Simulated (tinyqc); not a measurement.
Stretching all distances: RHF, UHF, MP2, CISD and CCSD against full CI in the sto-3g basis, for BeH2, spin multiplicity 1. Computed by the program tinyqc with PySCF. 

Geometry (angstrom):
```
atom       x        y       z
Be    0.0000   0.0000  0.0000
H     0.0000   1.2850  0.0000
H     0.0000  -1.2850  0.0000
```

All coordinates are multiplied by the scale. c0^2 is the weight of the RHF determinant in the lowest singlet FCI state (UHF is spin-contaminated and may lie near states of higher spin) and n(LUMO) the first natural occupation beyond the occupied space.

Full CI energy (hartree) and errors against it (kcal/mol):
```
scale  distance 1-2 (angstrom)     E(FCI)      RHF     UHF     MP2    CISD   CCSD  <S^2> UHF   c0^2  n(LUMO)
0.950                    1.221  -15.58774   19.379  19.379   6.204   0.370  0.206      0.000  0.977    0.022
1.210                    1.555  -15.56494   29.721  29.721  11.075   0.927  0.430      0.000  0.954    0.052
1.470                    1.889  -15.47654   48.704  48.424  20.814   2.887  1.226      0.139  0.896    0.130
1.730                    2.223  -15.39282   80.039  42.714  38.144   8.556  3.589      1.080  0.760    0.329
1.980                    2.544  -15.34824  125.573  30.338  64.387  16.680  4.620      1.279  0.504    0.695
```

UHF parts from RHF first at scale 1.47 of those listed, where <S^2> leaves zero. The weight c0^2 goes from 0.98 to 0.50 and n(LUMO) from 0.02 to 0.70: static correlation grows as the bonds break into open-shell fragments. The spread of the error along the curve, which distorts its shape, is CCSD 4.4, CISD 16.3, UHF 29.0, MP2 58.2, RHF 106.2 kcal/mol. The table stops here: at scale 2.24 and beyond, the reference weight falls under 0.45 or RHF, UHF or CCSD hop between solutions, so those rows were left out and the spreads given cover only the rows shown. As computed, partly on other solutions, the errors there reach in size RHF 241, UHF 31, MP2 94, CISD 22, CCSD 439 kcal/mol.
